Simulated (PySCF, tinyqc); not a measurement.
Starting guesses with DIIS over 6 matrices: SCF starting guesses in the sto-6g basis, for BeH2, spin multiplicity 1. Computed by the program tinyqc with PySCF. RHF with one setting changed at a time; a run stops when the energy changes by less than 1e-09 hartree and the error matrix is below 1e-5. Starts: the lowest orbitals of the core Hamiltonian, of the Wolfsberg-Helmholz matrix (K = 1.75), projected atomic densities, random orbitals, and the highest orbitals of the core Hamiltonian (a deliberately bad start).

Geometry (angstrom):
```
atom       x        y       z
Be    0.0000   0.0000  0.0000
H     0.0000   1.8980  0.0830
H     0.0000  -1.8980  0.0830
```

lowest restricted solution found by these runs and by PySCF = -15.556559 hartree

Largest element of the error matrix X^T (FDS - SDF) X:
```
iteration     core  Wolfsberg-Helmholz  atomic densities   random  highest core orbitals
1          4.3e-01             2.5e-01           1.5e-01  3.1e+00                8.2e-02
2          8.7e-02             3.4e-02           1.1e-01  1.3e-01                2.6e-01
3          8.8e-03             9.6e-03           2.5e-02  3.4e-01                2.7e-01
4          2.0e-03             1.5e-03           1.6e-03  2.7e-01                2.7e-01
5          1.5e-04             3.3e-05           1.0e-04  1.3e-02                2.2e-01
6          1.2e-05             5.0e-06           7.7e-06  4.1e-03                2.7e-01
8                -                   -                 -  4.7e-04                3.4e-01
10               -                   -                 -  1.5e-06                2.2e-01
14               -                   -                 -        -                3.6e-02
```

How each run ends:
```
run                    iterations  E (hartree)         state
core                            7   -15.556559  lowest found
Wolfsberg-Helmholz              7   -15.556559  lowest found
atomic densities                7   -15.556559  lowest found
random                         10   -15.556559  lowest found
highest core orbitals          18   -15.556559  lowest found
```

What does the comparison show, and why?

5 of 5 runs reach the lowest restricted solution found, in 7 to 18 iterations (fastest: core, Wolfsberg-Helmholz, atomic densities). The first errors are 4e-01, 2e-01, 1e-01, 3e+00, 8e-02; the deliberately bad start has the smallest one, so a small first error does not mark a good start. The restricted reference is unstable here: a spin-polarised solution lies 0.0009 hartree lower (PySCF), so results built on it describe a poor reference.
